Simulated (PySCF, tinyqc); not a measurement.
Worked calculation: CCSD on RHF in the sto-6g basis, frozen core, for B+, spin multiplicity 1. The lowest restricted solution is unstable here: a spin-polarised one lies 0.0000 hartree lower (PySCF). Computed by tinyqc, a small Python program that keeps every step (integrals from PySCF). Settings: charge = 1, multiplicity = 1, basis = sto-6g, method = RHF, frozen orbitals = 1, energy threshold = 1e-10, iteration cap = 60, orthogonalisation = canonical, start = atomic densities, DIIS depth = 6, amplitude equations = CCSD, DIIS depth for amplitudes = 4, cap on updates = 71. Command: `OMP_NUM_THREADS=1 python tinyqc.py 24514 24515 out.jsonl` (the two numbers bound the seeds that draw the settings). One thread of a shared host (Intel(R) Xeon(R) Processor @ 2.60GHz), about 0.2 s of CPU time with the checks. The early iterations of the SCF are left out here.

## One-electron integrals

Geometry (angstrom):
```
atom         x         y         z
B     0.000000  0.000000  0.000000
```

Basis sto-6g: exponents (1/bohr^2) and contraction coefficients of normalised primitives:
```
element  l (shell)    exponent  coefficient
B            s (1)  506.011147     0.009164
B            s (1)   92.776814     0.049362
B            s (1)   25.955658     0.168538
B            s (1)    8.916445     0.370563
B            s (1)    3.462507     0.416492
B            s (1)    1.426054     0.130334
B            s (2)   23.194575    -0.013253
B            s (2)    4.590810    -0.046992
B            s (2)    1.426819    -0.033785
B            s (2)    0.548948     0.250242
B            s (2)    0.238410     0.595117
B            s (2)    0.109280     0.240706
B            p (3)   23.194575     0.003760
B            p (3)    4.590810     0.037679
B            p (3)    1.426819     0.173897
B            p (3)    0.548948     0.418036
B            p (3)    0.238410     0.425859
B            p (3)    0.109280     0.101708
```

Overlap, kinetic and nuclear-attraction integrals over the contracted functions; the nuclear repulsion is the sum of Za Zb / Rab.

nuclear repulsion = 0 hartree

overlap S, lower triangle:
```
           1B 1s     1B 2s    1B 2px    1B 2py    1B 2pz
1B 1s   1.000000
1B 2s   0.264891  1.000000
1B 2px  0.000000  0.000000  1.000000
1B 2py  0.000000  0.000000  0.000000  1.000000
1B 2pz  0.000000  0.000000  0.000000  0.000000  1.000000
```

kinetic energy T (hartree), lower triangle:
```
            1B 1s     1B 2s    1B 2px    1B 2py    1B 2pz
1B 1s   10.947243
1B 2s   -0.333880  0.374498
1B 2px   0.000000  0.000000  1.125026
1B 2py   0.000000  0.000000  0.000000  1.125026
1B 2pz   0.000000  0.000000  0.000000  0.000000  1.125026
```

nuclear attraction V (hartree), lower triangle:
```
             1B 1s      1B 2s     1B 2px     1B 2py     1B 2pz
1B 1s   -23.391721
1B 2s    -2.744189  -3.750146
1B 2px    0.000000   0.000000  -3.749977
1B 2py    0.000000   0.000000   0.000000  -3.749977
1B 2pz    0.000000   0.000000   0.000000   0.000000  -3.749977
```

core Hamiltonian H = T + V (hartree), lower triangle:
```
             1B 1s      1B 2s     1B 2px     1B 2py     1B 2pz
1B 1s   -12.444477
1B 2s    -3.078069  -3.375648
1B 2px    0.000000   0.000000  -2.624950
1B 2py    0.000000   0.000000   0.000000  -2.624950
1B 2pz    0.000000   0.000000   0.000000   0.000000  -2.624950
```

## Two-electron integrals

Functions are numbered as in S; the eight-fold symmetry (ij|kl) = (ji|kl) = (kl|ij) leaves the list below.

Two-electron integrals (ij|kl) in chemists' order, unique and non-zero (hartree):
```
(11|11) 2.924993   (21|11) 0.480756   (21|21) 0.099484   (22|11) 0.743449
(22|21) 0.188967   (22|22) 0.544922   (31|31) 0.021096   (32|31) 0.030854
(32|32) 0.120443   (33|11) 0.743450   (33|21) 0.188967   (33|22) 0.544922
(33|33) 0.587109   (41|41) 0.021096   (42|41) 0.030854   (42|42) 0.120443
(43|43) 0.031641   (44|11) 0.743450   (44|21) 0.188967   (44|22) 0.544922
(44|33) 0.523827   (44|44) 0.587109   (51|51) 0.021096   (52|51) 0.030854
(52|52) 0.120443   (53|53) 0.031641   (54|54) 0.031641   (55|11) 0.743450
(55|21) 0.188967   (55|22) 0.544922   (55|33) 0.523827   (55|44) 0.523827
(55|55) 0.587109
```

## Orthogonalisation

S = U s U^T; canonical form X = U s^(-1/2), so that X^T S X = 1. Each column of U has its largest component positive (the first on a tie).

eigenvalues of S: 0.735109  1.000000  1.000000  1.000000  1.264891

X:
```
                1         2         3         4         5
1B 1s    0.824725  0.000000  0.000000  0.000000  0.628722
1B 2s   -0.824725  0.000000  0.000000  0.000000  0.628722
1B 2px   0.000000  1.000000  0.000000  0.000000  0.000000
1B 2py   0.000000  0.000000  1.000000  0.000000  0.000000
1B 2pz   0.000000  0.000000  0.000000  1.000000  0.000000
```

Within a degenerate level the vectors are fixed only up to a rotation; this is one choice.

## Iteration 3 (converged): orbitals

converged F (hartree), lower triangle:
```
            1B 1s      1B 2s     1B 2px     1B 2py     1B 2pz
1B 1s   -8.080561
1B 2s   -2.231037  -1.405159
1B 2px   0.000000   0.000000  -0.203732
1B 2py   0.000000   0.000000   0.000000  -0.203732
1B 2pz   0.000000   0.000000   0.000000   0.000000  -0.203732
```

Diagonalise F' = X^T F X, C = X C', fill 2 alpha and 2 beta electrons from the bottom; D = 2 C_occ C_occ^T. Each column has its largest component positive (the first on a tie).

F' = X^T F X (hartree), lower triangle:
```
           1          2          3          4          5
1  -3.416942
2   0.000000  -0.203732
3   0.000000   0.000000  -0.203732
4   0.000000   0.000000   0.000000  -0.203732
5  -3.461347   0.000000   0.000000   0.000000  -5.513435
```

orbital energies (hartree): MO1 -8.081781, MO2 -0.848596, MO3 -0.203732, MO4 -0.203732, MO5 -0.203732

coefficients C:
```
             MO1        MO2       MO3        MO4        MO5
1B 1s   0.996348  -0.287667  0.000000   0.000000   0.000000
1B 2s   0.013467   1.036958  0.000000   0.000000   0.000000
1B 2px  0.000000   0.000000  0.997211  -0.062856   0.040241
1B 2py  0.000000   0.000000  0.074629   0.833930  -0.546801
1B 2pz  0.000000   0.000000  0.000812   0.548279   0.836295
```

D after iteration 3, lower triangle:
```
            1B 1s     1B 2s    1B 2px    1B 2py    1B 2pz
1B 1s    2.150925
1B 2s   -0.569761  2.150925
1B 2px   0.000000  0.000000  0.000000
1B 2py   0.000000  0.000000  0.000000  0.000000
1B 2pz   0.000000  0.000000  0.000000  0.000000  0.000000
```

Within a degenerate level the vectors are fixed only up to a rotation; this is one choice.

## Convergence

Stop when the energy changes by less than 1e-10 hartree and every element of the error matrix X^T (F D S - S D F) X is below 3e-06.

Course of the cycle:
```
iteration   E (hartree)     change  largest element of the error matrix
1          -20.98060916          -                             1.40e-02
2          -24.19056245  -3.21e+00                             2.53e-15
3          -24.19056245   0.000000                             2.53e-15
```

PySCF RHF in the same basis = -24.19056245 hartree

Converged in 3 iterations.

## Integrals over molecular orbitals

(pq|rs) = sum C_ip C_jq C_kr C_ls (ij|kl), one index at a time.

one-electron integrals over orbitals h = C^T H C (hartree), lower triangle:
```
            1          2          3          4          5
1  -12.436973
2    0.351405  -2.823213
3    0.000000   0.000000  -2.624950
4    0.000000   0.000000   0.000000  -2.624950
5    0.000000   0.000000   0.000000   0.000000  -2.624950
```

Two-electron integrals over orbitals (pq|rs), unique and non-zero (hartree); the lowest 1 orbital is frozen and left out:
```
(22|22) 0.527884   (32|32) 0.112848   (33|22) 0.534729   (33|33) 0.587109
(42|42) 0.112848   (43|43) 0.031641   (44|22) 0.534729   (44|33) 0.523827
(44|44) 0.587109   (52|52) 0.112848   (53|53) 0.031641   (54|54) 0.031641
(55|22) 0.534729   (55|33) 0.523827   (55|44) 0.523827   (55|55) 0.587109
```

## CCSD: starting amplitudes

t_ij^ab = <ij||ab> / (e_i + e_j - e_a - e_b), whose energy is MP2.

Starting amplitudes (spin orbitals 1a, 1b, ...; amplitudes related by a flip of all spins are not repeated):
```
from      to          t
2a 2b  3a 3b  -0.087498
2a 2b  4a 4b  -0.087498
2a 2b  5a 5b  -0.087498
```

correlation energy = -0.02962190 hartree

## CCSD: amplitude update 1

t_i^a D_i^a and t_ij^ab D_ij^ab are set to the remaining terms of the spin-orbital equations, evaluated with the old amplitudes; for the doubles these are <ij||ab> + 1/2 <ab||ef> t_ij^ef + 1/2 <mn||ij> t_mn^ab + P(ij)P(ab) <mb||ej> t_im^ae + terms in t^2 + terms with t1, D the orbital-energy denominators.

Amplitudes after update 1 (spin orbitals 1a, 1b, ...; amplitudes related by a flip of all spins are not repeated):
```
from      to          t
2a 2b  3a 3b  -0.135348
2a 2b  4a 4b  -0.135348
2a 2b  5a 5b  -0.135348
```

correlation energy = -0.04582148 hartree

## CCSD: amplitude update 2

As before.

Amplitudes after update 2 (spin orbitals 1a, 1b, ...; amplitudes related by a flip of all spins are not repeated):
```
from      to          t
2a 2b  4a 4b  -0.159817
2a 2b  3a 3b  -0.159817
2a 2b  5a 5b  -0.159817
```

correlation energy = -0.05410514 hartree

## CCSD: amplitude update 3

t_i^a D_i^a and t_ij^ab D_ij^ab are set to the remaining terms of the spin-orbital equations, evaluated with the old amplitudes; for the doubles these are <ij||ab> + 1/2 <ab||ef> t_ij^ef + 1/2 <mn||ij> t_mn^ab + P(ij)P(ab) <mb||ej> t_im^ae + terms in t^2 + terms with t1, D the orbital-energy denominators. DIIS then mixes the stored amplitudes.

DIIS coefficients: -0.969927  1.969927

Amplitudes after update 3 (spin orbitals 1a, 1b, ...; amplitudes related by a flip of all spins are not repeated):
```
from      to          t
2a 2b  4a 4b  -0.183549
2a 2b  3a 3b  -0.183549
2a 2b  5a 5b  -0.183549
```

correlation energy = -0.06213969 hartree

## CCSD: convergence

E_corr = 1/4 sum <ij||ab> t_ij^ab + 1/2 sum <ij||ab> t_i^a t_j^b; stop when the norm of the change is below 1e-8.

Course of the amplitude iterations:
```
update  correlation energy (hartree)  norm of the change
0                        -0.02962190                   -
1                        -0.04582148            1.66e-01
2                        -0.05410514            8.48e-02
3                        -0.06213969            4.17e-02
4                        -0.06197543            1.04e-03
5                        -0.06196221            1.55e-04
6                        -0.06194561            8.43e-05
7                        -0.06194656            5.09e-06
8                        -0.06194656            1.94e-08
9                        -0.06194656            1.67e-10
```

Converged amplitudes (spin orbitals 1a, 1b, ...; amplitudes related by a flip of all spins are not repeated):
```
from      to          t
2a 2b  4a 4b  -0.182979
2a 2b  3a 3b  -0.182979
2a 2b  5a 5b  -0.182979
```

CCSD total energy = -24.25250900 hartree

T1 diagnostic, norm of the one-spin t1 over sqrt(correlated electrons) = 0.000000

Converged in 9 updates, with DIIS from the third.
